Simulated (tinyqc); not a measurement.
Resistance of a source-drain extension with a graded tip: two steps of the calculation.

y runs along the channel, the gate covers y > 0. The doping is N0 for y < y0 and N0 10^(-(y - y0)/la) beyond, uniform over the depth xj. Sheet conductance s(y) = q mu(N) max(N - Nch, 0) xj + (for y > 0) ma Cox Vo, with mu(N) = u0 + (u1 - u0)/(1 + (N/Nr)^au) and Cox = eps0 eox/tox. Current is taken as one-dimensional; depletion of the tip, spreading and the contact are left out. The metallurgical junction lies at yj, where N = Nch.

Inputs (values chosen for the exercise); mobility law close to that of electrons in silicon:
```
symbol,value,unit,meaning
eox,22.2,,relative permittivity of the gate insulator (close to hafnium oxide)
tox,9.9,nm,insulator thickness
N0,2.8e20,cm^-3,active doping of the extension far from the gate
la,5.5,nm/decade,lateral abruptness
y0,0.6,nm,position under the gate where the fall begins (gate edge at 0)
xj,15,nm,depth of the extension
Nch,1.3e18,cm^-3,channel doping
Vo,0.53,V,gate overdrive
ma,88,cm^2/(V s),mobility of the gate-induced layer
u1,1414,cm^2/(V s),mobility at low doping
u0,68.5,cm^2/(V s),mobility at high doping
Nr,9.2e16,cm^-3,reference doping
au,0.711,,exponent
Lg,45,nm,gate length
```

Constants: q = 1.602176634e-19 C, eps0 = 8.8541878128e-14 F/cm where lengths are in cm. Results are converted to the units shown.

Task 1. Sheet resistances and junction position. yj = y0 + la log10(N0/Nch); sheet resistance of the full extension 1/[q mu(N0)(N0 - Nch) xj] and of the gate-induced layer 1/(ma Cox Vo); metallurgical length Lg - 2 yj; ye is where the doped and the gate-induced conductances are equal.

Give: yj; sheet resistance of the extension; sheet resistance of the induced layer; metallurgical length; ye; N at ye.

Result 1.

yj = 13.43 nm
sheet resistance of the extension = 204.6 ohm/square
sheet resistance of the induced layer = 1.080e4 ohm/square
metallurgical length = 18.13 nm
ye = 10.92 nm
N at ye = 3.726e18 cm^-3

The gate takes over 2.52 nm before the junction, where N is still 2.87 times the channel doping.

Task 2. Resistance of the overlapped part. Midpoint rule on 8 equal steps from 0 to yj: R_ov = sum h/s(y), per width.

Wanted: y; N; doped conductance; sheet resistance; R_ov.

Result 2.

```
point  y (nm)  N (cm^-3)  doped conductance (uS)  sheet resistance (ohm/square)
0      0.8395   2.533e20                    4439                          220.7
1       2.519   1.254e20                    2279                          421.7
2       4.198   6.209e19                    1190                          779.5
3       5.877   3.074e19                   635.1                           1374
4       7.556   1.522e19                   345.2                           2284
5       9.235   7.536e18                   186.9                           3577
6       10.91   3.731e18                   92.76                           5395
7       12.59   1.848e18                   27.77                           8308
```

R_ov = 37.54 ohm um

Numbers from tinyqc (`OMP_NUM_THREADS=1 python tinyqc.py 2282138 2282139 out.jsonl`; about 0.04 s on one thread of a shared Intel Xeon 2.30GHz).
